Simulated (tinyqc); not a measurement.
## One level from two frequencies

Inverse problem. A single interface trap level in an MOS capacitor has the conductance Gp/w = Cit w tau/(1 + w^2 tau^2), w = 2 pi f. Find tau and Cit.

Gp/w at f = 4600 and 35000 Hz (nF/cm^2): [18.844710, 16.418311]

Solution. w/(Gp/w) = 1/(Cit tau) + (tau/Cit) w^2 is linear in w^2; the two coefficients give tau and Cit.

tau = 1.37e-5 s
Cit = 55.0 nF/cm^2

tinyqc, about 0.01 s, one thread, Intel Xeon 2.30GHz (shared host): `OMP_NUM_THREADS=1 python tinyqc.py 2030073 2030074 out.jsonl`
